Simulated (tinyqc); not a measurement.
Worked calculation: tight binding, dimerised chain. Computed by tinyqc, a small Python program that keeps every step. Settings: t1 = 2.32, t2 = 0.62, delta = 0.98, points = 12, cells = 5. Command: `OMP_NUM_THREADS=1 python tinyqc.py 22055 22056 out.jsonl` (the two numbers bound the seeds that draw the settings). One thread of a shared host (Intel(R) Xeon(R) Processor @ 2.60GHz), about 0.01 s of CPU time with the checks.

## Bloch Hamiltonian at k

Parameters chosen for this model:
```
parameter     value                      unit
t1         2.320000       eV, inside the cell
t2         0.620000         eV, between cells
delta      0.980000  eV, +/- on the two sites
```

k point k (2 pi / a): 0.4900

H_AA = +delta, H_BB = -delta, H_AB = -t1 - t2 exp(-i k a).

H(k) at k (eV):
```
                 A                B
A           0.9800  -1.7012+0.0389i
B  -1.7012-0.0389i          -0.9800
```

## Levels at k

Diagonalise the Hermitian matrix.

eigenvalues (eV): -1.9637  1.9637

weights |c|^2 of the basis functions:
```
   band 1  band 2
A  0.2505  0.7495
B  0.7495  0.2505
```

## Bloch Hamiltonian at X

k point X (2 pi / a): 0.5000

As before.

H(k) at X (eV):
```
         A        B
A   0.9800  -1.7000
B  -1.7000  -0.9800
```

## Levels at X

As before.

eigenvalues (eV): -1.9622  1.9622

weights |c|^2 of the basis functions:
```
   band 1  band 2
A  0.2503  0.7497
B  0.7497  0.2503
```

## Bands along a path

The same steps at evenly spaced points between the labelled ones.

Bands along the path (eV):
```
k          band 1  band 2
G         -3.0990  3.0990
G-X 0.25  -2.9600  2.9600
G-X 0.50  -2.5937  2.5937
G-X 0.75  -2.1663  2.1663
X         -1.9622  1.9622
```

With 1 band(s) filled, the highest filled level on these points lies at X and the lowest empty one at X: a gap of 3.9245 eV, direct.

## Berry (Zak) phase of the lower band

On 12 points k_j = j/N: phase = -Im ln of the product of <u_j|u_(j+1)>, closed with u_N = u_0 (the cell-periodic part is taken without the site positions). Single arguments depend on the phases chosen for the u_j; only their sum modulo 2 pi does not.

Overlaps:
```
j   |<u_j|u_j+1>|  argument (rad)
0          0.9987         -0.0368
1          0.9990         -0.0311
2          0.9994         -0.0191
3          0.9997        3.05e-05
4          0.9988          0.0244
5          0.9971          0.0440
6          0.9971          0.0440
7          0.9988          0.0244
8          0.9997        3.05e-05
9          0.9994         -0.0191
10         0.9990         -0.0311
11         0.9987         -0.0368
```

phase / pi, folded into (-1, 1] = 0.0118

## Open chain of 5 cells

H of the open chain (eV), lower triangle:
```
          1        2        3        4        5        6        7        8
1    0.9800
2   -2.3200  -0.9800
3    0.0000  -0.6200   0.9800
4    0.0000   0.0000  -2.3200  -0.9800
5    0.0000   0.0000   0.0000  -0.6200   0.9800
6    0.0000   0.0000   0.0000   0.0000  -2.3200  -0.9800
7    0.0000   0.0000   0.0000   0.0000   0.0000  -0.6200   0.9800
8    0.0000   0.0000   0.0000   0.0000   0.0000   0.0000  -2.3200  -0.9800
9    0.0000   0.0000   0.0000   0.0000   0.0000   0.0000   0.0000  -0.6200
10   0.0000   0.0000   0.0000   0.0000   0.0000   0.0000   0.0000   0.0000

          9       10
9    0.9800
10  -2.3200  -0.9800
```

The same hoppings without the wrap-around bond.

levels (eV): -3.0317  -2.8424  -2.5692  -2.2767  -2.0487  2.0487  2.2767  2.5692  2.8424  3.0317

weights of the highest filled level on the sites: 0.0313  0.0534  0.0697  0.1652  0.0826  0.2341  0.0583  0.1976  0.0188  0.0888

The bulk gap runs from -1.9622 to 1.9622 eV; no level of this chain lies inside it.
